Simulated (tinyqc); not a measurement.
# Admittance spectroscopy of a deep trap: admittance against temperature

Schottky contact on an n-type layer with shallow donors Nd (all ionised) and a donor-like deep trap, neutral when filled and positive when empty; depletion approximation. Traps within lam of the depletion edge stay filled. The traps at xt = W - lam, where the level crosses the Fermi level, follow a slow signal and not a fast one. w = 2 pi f.

Emission rate en = sn vth(T) Nc(T) exp(-Et/kB T) = sn g T^2 exp(-Et/kB T), g = vth Nc/(300 K)^2, as vth goes as T^0.5 and Nc as T^1.5 (degeneracy factor 1). lam = sqrt(2 eps0 eps_r (EF - ET)/(q Nd)), EF - ET = Et - (kB T/q) ln(Nc(T)/Nd), Nc(T) = Nc (T/300 K)^1.5. In the steady state at the band bending V, 2 eps0 eps_r V/q = Nd W^2 + Nt (W - lam)^2 (the second term only if W > lam). V = Vbi + Vr. C_HF = eps0 eps_r/W, C_LF = eps0 eps_r (Nd + Nt)/(Nd W + Nt xt). Inflection frequency w0 = 2 en [1 + Nt xt/(Nd W)]; C = C_HF + (C_LF - C_HF)/(1 + (w/w0)^2), G/w = (C_LF - C_HF)(w/w0)/(1 + (w/w0)^2).

Inputs (values chosen for the exercise); material values close to those of silicon: relative permittivity eps_r = 11.6; conduction-band density of states at 300 K Nc = 2.86e19 cm^-3; thermal velocity at 300 K vth = 2.3e7 cm/s; shallow donor density Nd = 3.2e16 cm^-3; built-in voltage Vbi = 0.52 V; depth of the trap below the conduction edge Et = 0.35 eV; capture cross-section sn = 1.8e-17 cm^2; trap density Nt = 1.5e16 cm^-3; reverse bias Vr = 0.6 V; signal frequency f = 1.2e5 Hz.

Constants: q = 1.602176634e-19 C, kB = 1.380649e-23 J/K, eps0 = 8.8541878128e-14 F/cm where lengths are in cm. Results are converted to the units shown.

Results:
```
T (K)	w0/(2 pi) (Hz)	C (nF/cm^2)	G/w (nF/cm^2)
308	9481.4	52.246	0.63037
323	19325	52.547	1.2207
338	37151	53.173	2.1229
353	67860	54.446	3.1021
368	1.1850e5	56.314	3.4757
383	1.9885e5	57.960	2.9412
398	3.2212e5	58.866	2.0699
428	7.7157e5	59.306	0.85307
444	1.1779e6	59.280	0.52341
459	1.7111e6	59.211	0.33146
```

Estimate the missing row, T = 413 K.

Computed row:
```
T (K)	w0/(2 pi) (Hz)	C (nF/cm^2)	G/w (nF/cm^2)
413	5.0560e5	59.219	1.3448
```

With this row back in the table: G/w goes from 0.630 through a maximum of 3.48 (at T = 368 K among the rows listed) to 0.331 nF/cm^2, where w0 passes the signal: w0/(2 pi) rises from 9480 to 1.71e6 Hz. C goes from 52.2 through a maximum of 59.3 (at T = 428 K among the rows listed) to 59.2 nF/cm^2.

Computed by the program tinyqc: `OMP_NUM_THREADS=1 python tinyqc.py 2050117 2050118 out.jsonl`, one thread of a shared Intel Xeon 2.30GHz, about 0.01 s for the whole run.
